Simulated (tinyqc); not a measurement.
Schottky barrier on an n-type semiconductor with a doping step, non-linear Poisson equation by Newton steps: one step of the calculation.

One dimension, metal at x = 0, donor density C(x) = N1 for x < x1 and Nd beyond. Energies are counted from the electron Fermi level of the semiconductor and the conduction-band edge is Ec = -psi, so n = Nc exp(psi/Vt); holes follow the Fermi level of the metal, at -V, so p = Nv exp((V - psi - Eg)/Vt). Ends: psi(0) = V - phiB and psi = Vt ln(Nd/Nc) deep inside. Boltzmann statistics, full ionisation, no current, no image force in the Poisson equation.

Question. End potentials, built-in voltage, Debye length. psi_0 = V - phiB, psi_b = Vt ln(Nd/Nc), Vbi = phiB - Vt ln(Nc/Nd), LD = sqrt(eps0 eps_r Vt/(q Nd)), W = sqrt(2 eps0 eps_r (Vbi - V)/(q Nd)), hole density at the metal p_0 = Nv exp((phiB - Eg)/Vt).

Inputs (values chosen for the exercise); band and dielectric values close to those of germanium:
```
symbol,value,unit,meaning
T,250,K,temperature
Eg,0.652,eV,band gap
eps_r,15.9,,relative permittivity
Nc,8.06e18,cm^-3,conduction-band density of states at T
Nv,4.61e18,cm^-3,valence-band density of states at T
Nd,8.9e16,cm^-3,donor density deep in the semiconductor
phiB,0.35,eV,barrier height
V,0.04,V,bias of the metal against the semiconductor
```

Constants: q = 1.602176634e-19 C, kB = 1.380649e-23 J/K, Vt = kB T/q, eps0 = 8.8541878128e-14 F/cm where lengths are in cm. Results are converted to the units shown.

Give: psi_0; psi_b; Vbi; LD; W for uniform Nd; p_0.

Answer.

psi_0 = -0.3100 V
psi_b = -0.09707 V
Vbi = 0.2529 V
LD = 14.58 nm
W for uniform Nd = 64.84 nm
p_0 = 3.764e12 cm^-3

The hole density at the metal is 4.2e-5 times Nd, so holes hardly matter.

Computed by the program tinyqc: `OMP_NUM_THREADS=1 python tinyqc.py 2020056 2020057 out.jsonl`, one thread of a shared Intel Xeon 2.30GHz, about 0.09 s for the whole run.
